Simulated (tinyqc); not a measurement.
Comparisons within one model: sp3s* tight binding. A value that a table varies takes the place of the one given here.

sp3s* tight binding, nearest neighbours only: anion (a) at 0, cation (c) at a/4 (1,1,1), orbitals s, px, py, pz, s* on each; k in units of 2 pi/a. With phases e_j = exp(i (pi/2) k.n_j) for n = (1,1,1), (1,-1,-1), (-1,1,-1), (-1,-1,1): g0 = (e1+e2+e3+e4)/4, g1 = (e1+e2-e3-e4)/4, g2 = (e1-e2+e3-e4)/4, g3 = (e1-e2-e3+e4)/4. The diagonal holds the levels Esa, Epa, Exa (s*) and Esc, Epc, Exc. Anion-cation block: <sa|sc> = Vss g0; <sa|xc> = Vsapc g1; <xa|sc> = -Vscpa g1; <xa|xc> = Vxx g0; <xa|yc> = <ya|xc> = Vxy g3, <xa|zc> = <za|xc> = Vxy g2, <ya|zc> = <za|yc> = Vxy g1; <s*a|xc> = Vxapc g1; <xa|s*c> = -Vpaxc g1; y and z take g2 and g3 in place of g1; s-s* and s*-s* vanish.

Parameters, chosen for this exercise (near a published set for AlAs, fitted to gaps, whose masses and valley positions are rough; not measured data): Esa = -7.545 eV (s level of the anion); Epa = 0.982 eV (p level of the anion); Esc = -1.161 eV (s level of the cation); Epc = 3.594 eV (p level of the cation); Exa = 7.474 eV (s* level of the anion); Exc = 6.738 eV (s* level of the cation); Vss = -6.657 eV (s-s); Vxx = 1.873 eV (px-px); Vxy = 4.292 eV (px-py); Vsapc = 5.102 eV (s anion, p cation); Vscpa = 5.499 eV (s cation, p anion); Vxapc = 4.515 eV (s* anion, p cation); Vpaxc = 4.996 eV (p anion, s* cation); eta = 2 (scaling exponent); D001 = 0.88 (ratio -ezz/exx).

## What the s* orbital does

The s* couplings Vxapc and Vpaxc are scaled by f; f = 0 is the plain sp3 model. Gaps from the top of the valence band at Gamma; the Delta value is the minimum on (x,0,0), 0.5 <= x <= 1.

Gaps (eV):
```
f      Gamma   Delta       L  x of the minimum
0.00  3.0251  4.7021  4.0318             0.500
0.25  3.0251  4.5252  3.8882             0.500
0.50  3.0251  4.0572  3.5414             0.656
0.75  3.0251  3.1923  3.1168             0.791
0.90  3.0251  2.6391  2.8522             0.822
1.00  3.0251  2.2645  2.6726             0.840
1.10  3.0251  1.8876  2.4847             0.856
```

The gap at Gamma stays, since g1 to g3 vanish there. From f = 0 to 1 the s* levels lower the Delta value by 2.438 eV and L by 1.359 eV. For f = 0 and 0.25 the least value lies at x = 0.5, the end of the range: any valley further out lies above that value until s* has lowered it enough. The lowest of the three is Gamma at f = 0 and the Delta line at f = 1.

## Hydrostatic strain (sp3s* tight binding, strained)

Strain e moves each bond vector to d = (1 + e) d0 (no internal displacement for the diagonal strains used here) and k is given in fractions of the strained reciprocal cell, so the phases stay. Two-centre values Vss_sigma = Vss/4, Vsp_sigma = sqrt3 V/4 for each s-p and s*-p pair, Vpp_sigma = (Vxx + 2 Vxy)/4, Vpp_pi = (Vxx - Vxy)/4 are scaled by (d0/d)^eta and combined with the new direction cosines; the levels on the diagonal stay.

exx = eyy = ezz = e. Gaps as measured from the top of the valence band; the deformation potentials are (gap(0.01) - gap(-0.01))/0.06.

Gaps (eV):
```
e       Gamma   Delta       L  x of the minimum
-0.03  3.5017  2.2767  2.8907             0.829
-0.02  3.3373  2.2724  2.8178             0.833
-0.01  3.1785  2.2683  2.7449             0.837
0.00   3.0251  2.2645  2.6726             0.840
0.01   2.8769  2.2609  2.6014             0.843
0.02   2.7336  2.2573  2.5314             0.845
0.03   2.5951  2.2536  2.4630             0.846
```

gap deformation potentials (eV): Gamma -5.027, Delta -0.125, L -2.391

Per unit of volume strain the gaps move by -5.03 (Gamma), -0.12 (Delta) and -2.39 eV (L). The lowest valley stays the Delta line over the range. These potentials follow from the one exponent eta, which fitted models replace by one for each integral; with it the sizes are rough, the sign for Delta can be wrong (in Si, Ge and the III-V crystals measured values are small and positive), and the pressures at which valleys cross, and which valley takes over, are rough too. A gap of zero, where one is listed, marks an s level that has sunk below the valence top.

## Biaxial strain splits the top of the valence band (sp3s* tight binding, strained)

No spin-orbit coupling; k = 0; exx = eyy = e, ezz = -D001 e. The four bonds keep equal lengths, and the sums over them give Vxx(e) for px and py and Vzz(e) for pz; each level is the lower root of [[Epa, V], [V, Epc]], and the s level the upper root of the s block. The shear potential b follows from E(x,y) - E(z) = 3 b (exx - ezz), taken as the slope between e = -0.005 and 0.005.

Couplings and levels at Gamma (eV):
```
e           ezz  Vxx(e)  Vzz(e)   E(x,y)     E(z)  E(x,y) - E(z) (meV)  upper s level
-0.020   0.0176  1.7900  2.1220   0.0722  -0.2037                275.9         3.1185
-0.010   0.0088  1.8324  1.9960   0.0379  -0.0973                135.2         3.0743
-0.005   0.0044  1.8529  1.9342   0.0211  -0.0458                 66.9         3.0521
0.005   -0.0044  1.8927  1.8126  -0.0115   0.0539                -65.5         3.0073
0.010   -0.0088  1.9120  1.7529  -0.0274   0.1021               -129.5         2.9847
0.020   -0.0176  1.9493  1.6358  -0.0583   0.1948               -253.1         2.9394
```

b = -2.347 eV

Under tension in the plane (e > 0) the bonds tilt towards the plane, Vxx grows to 1.9120 and Vzz falls to 1.7529 eV at e = 0.01, and the pz state forms the top of the valence band, by 129.5 meV; under compression (e = -0.01) the px, py pair does, by 135.2 meV. The slope gives b = -2.35 eV, a rough value, since on-site strain terms are left out (measured values lie near -2 eV).

## What each parameter does

Gaps from the top of the valence band at Gamma; Delta is the minimum on (x,0,0), 0.5 <= x <= 1. Each row changes one parameter from the base and keeps the others.

Results:
```
case              Ev (eV)  gap Gamma (eV)  gap Delta (eV)  gap L (eV)
base               0.0046          3.0251          2.2645      2.6726
Esc = -0.861 eV    0.0046          3.2412          2.2793      2.7797
Exa = 7.674 eV     0.0046          3.0251          2.3214      2.7000
Vscpa = 5.799 eV   0.0046          3.0251          2.2887      2.7304
Vxx = 2.173 eV    -0.2473          3.2770          2.5361      2.9543
Vpaxc = 4.696 eV   0.0046          3.0251          2.2911      2.6944
Epa = 1.182 eV     0.1603          2.8694          2.1199      2.5255
```

The largest shifts from the base row, up to three for each result and ties (the steps differ in size, so this ranks the rows, not the parameters). Ev (eV): Vxx -0.2519, Epa +0.1557; unchanged at the printed digits by Esc, Exa, Vscpa and Vpaxc. gap Gamma (eV): Vxx +0.2519, Esc +0.2161, Epa -0.1557; unchanged at the printed digits by Exa, Vscpa and Vpaxc. gap Delta (eV): Vxx +0.2716, Epa -0.1446, Exa +0.0569. gap L (eV): Vxx +0.2817, Epa -0.1471, Esc +0.1071. Exa, Vscpa and Vpaxc cannot move Ev or the gap at Gamma, whose blocks do not hold them; s parameters never move Ev, and move the gap only where the lowest empty level at Gamma is s-like.

tinyqc: `OMP_NUM_THREADS=1 python tinyqc.py 1452462 1452463 out.jsonl`; about 0.07 s, one thread, shared Intel(R) Xeon(R) Processor @ 2.30GHz.
